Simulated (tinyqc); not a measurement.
Inside a calculation. Method: empirical pseudopotential in a few plane waves. Computed by tinyqc, a small Python program that keeps every step. Settings: plane-wave index or count = 15. Command: `OMP_NUM_THREADS=1 python tinyqc.py 26411 26412 out.jsonl` (the two numbers bound the seeds that draw the settings). One thread of a shared host (Intel(R) Xeon(R) Processor @ 2.60GHz), about 0.2 s of CPU time with the checks.

## Bloch Hamiltonian at G

Parameters chosen for this model: fcc lattice, atoms at +/- a/8 (1,1,1); form factors in rydberg at |G|^2 in units of (2 pi/a)^2:
```
parameter                 value      unit
a                      6.490000  angstrom
VS(3)                 -0.221000        Ry
VS(8)                  0.028000        Ry
VS(11)                 0.062000        Ry
VA(3)                         0        Ry
VA(4)                         0        Ry
VA(11)                        0        Ry
hbar^2/2m (2 pi/a)^2   3.571028        eV
```

k point G (2 pi / a): 0  0  0

Basis: the 15 shortest G (labels in 2 pi/a), the same at every k. H(G,G') = c |k + G|^2 delta + VS(|G-G'|^2) cos((G-G').tau) + i VA sin((G-G').tau), tau = a/8 (1,1,1); 1 Ry = 13.605693 eV.

H(k) at G (eV):
```
           +0+0+0     -1-1-1     -1-1+1     -1+1-1     -1+1+1     +1-1-1     +1-1+1     +1+1-1
+0+0+0   0.000000   2.126170  -2.126170  -2.126170  -2.126170  -2.126170  -2.126170  -2.126170
-1-1-1   2.126170  10.713084   0.000000   0.000000  -0.380959   0.000000  -0.380959  -0.380959
-1-1+1  -2.126170   0.000000  10.713084   0.380959   0.000000   0.380959   0.000000   0.000000
-1+1-1  -2.126170   0.000000   0.380959  10.713084   0.000000   0.380959   0.000000   0.000000
-1+1+1  -2.126170  -0.380959   0.000000   0.000000  10.713084   0.000000   0.380959   0.380959
+1-1-1  -2.126170   0.000000   0.380959   0.380959   0.000000  10.713084   0.000000   0.000000
+1-1+1  -2.126170  -0.380959   0.000000   0.000000   0.380959   0.000000  10.713084   0.380959
+1+1-1  -2.126170  -0.380959   0.000000   0.000000   0.380959   0.000000   0.380959  10.713084
+1+1+1   2.126170   0.000000  -0.380959  -0.380959   0.000000  -0.380959   0.000000   0.000000
-2+0+0   0.000000  -2.126170  -2.126170  -2.126170   2.126170   0.596482  -0.596482  -0.596482
+0-2+0   0.000000  -2.126170  -2.126170   0.596482  -0.596482  -2.126170   2.126170  -0.596482
+0+0-2   0.000000  -2.126170   0.596482  -2.126170  -0.596482  -2.126170  -0.596482   2.126170
+0+0+2   0.000000  -0.596482   2.126170  -0.596482  -2.126170  -0.596482  -2.126170   0.596482
+0+2+0   0.000000  -0.596482  -0.596482   2.126170  -2.126170  -0.596482   0.596482  -2.126170
+2+0+0   0.000000  -0.596482  -0.596482  -0.596482   0.596482   2.126170  -2.126170  -2.126170

           +1+1+1     -2+0+0     +0-2+0     +0+0-2     +0+0+2     +0+2+0     +2+0+0
+0+0+0   2.126170   0.000000   0.000000   0.000000   0.000000   0.000000   0.000000
-1-1-1   0.000000  -2.126170  -2.126170  -2.126170  -0.596482  -0.596482  -0.596482
-1-1+1  -0.380959  -2.126170  -2.126170   0.596482   2.126170  -0.596482  -0.596482
-1+1-1  -0.380959  -2.126170   0.596482  -2.126170  -0.596482   2.126170  -0.596482
-1+1+1   0.000000   2.126170  -0.596482  -0.596482  -2.126170  -2.126170   0.596482
+1-1-1  -0.380959   0.596482  -2.126170  -2.126170  -0.596482  -0.596482   2.126170
+1-1+1   0.000000  -0.596482   2.126170  -0.596482  -2.126170   0.596482  -2.126170
+1+1-1   0.000000  -0.596482  -0.596482   2.126170   0.596482  -2.126170  -2.126170
+1+1+1  10.713084  -0.596482  -0.596482  -0.596482  -2.126170  -2.126170  -2.126170
-2+0+0  -0.596482  14.284112   0.380959   0.380959  -0.380959  -0.380959   0.000000
+0-2+0  -0.596482   0.380959  14.284112   0.380959  -0.380959   0.000000  -0.380959
+0+0-2  -0.596482   0.380959   0.380959  14.284112   0.000000  -0.380959  -0.380959
+0+0+2  -2.126170  -0.380959  -0.380959   0.000000  14.284112   0.380959   0.380959
+0+2+0  -2.126170  -0.380959   0.000000  -0.380959   0.380959  14.284112   0.380959
+2+0+0  -2.126170   0.000000  -0.380959  -0.380959   0.380959   0.380959  14.284112
```

## Levels at G

Diagonalise the Hermitian matrix.

eigenvalues (eV): -2.516292  6.515375  6.515375  6.515375  8.176526  10.332125  10.332125  10.332125  13.522194  13.522194  14.372254  18.100863  18.100863  18.100863  19.487386

## Bands along a path

The same steps at evenly spaced points between the labelled ones.

Bands along the path (eV), lowest eight:
```
k            band 1    band 2    band 3    band 4    band 5     band 6     band 7     band 8
L         -0.804621  1.738784  6.085831  6.085831  8.867053  11.352791  11.352791  15.024445
L-G 0.20  -1.232967  2.258794  6.049143  6.049143  8.850661  11.210364  11.210364  14.634752
L-G 0.40  -1.747573  3.216940  6.126572  6.126572  8.961380  11.100458  11.100458  12.988489
L-G 0.60  -2.164771  4.402316  6.280754  6.280754  9.090666  10.845583  10.845583  11.451239
L-G 0.80  -2.427252  5.677117  6.442913  6.442913  8.806300  10.486022  10.494752  10.494752
G         -2.516292  6.515375  6.515375  6.515375  8.176526  10.332125  10.332125  10.332125
G-X 0.20  -2.397257  5.596011  6.324066  6.324066  9.106418  10.105554  10.722253  10.722253
G-X 0.40  -2.041924  4.238974  5.936108  5.936108  9.686807  10.178480  11.703167  11.703167
G-X 0.60  -1.455718  2.932737  5.595571  5.595571  9.384416  10.101067  13.024255  13.024255
G-X 0.80  -0.647980  1.740788  5.421346  5.421346  9.333186   9.556948  14.566432  14.566432
X          0.367907  0.695029  5.464987  5.464987  9.178846   9.594024  16.291775  16.291775
```

With 4 band(s) filled, the highest filled level on these points lies at G and the lowest empty one at G: a gap of 1.6612 eV, direct. This holds for the small fixed basis; with all plane waves up to |k + G|^2 = 21 (2 pi/a)^2 the gap along the path is 2.26 eV.

## Convergence with the number of plane waves

Levels at G counted from the fourth one.

Levels (eV):
```
plane waves     level 1   level 5   level 8
9            -12.848417  0.000000  1.523838
15            -9.031666  1.661152  3.816750
27            -8.367469  2.328835  3.576063
51            -8.405881  2.535688  3.769140
59            -8.476965  2.542431  3.575786
65            -8.498557  2.542431  3.535962
89            -8.459040  2.519239  3.570045
```
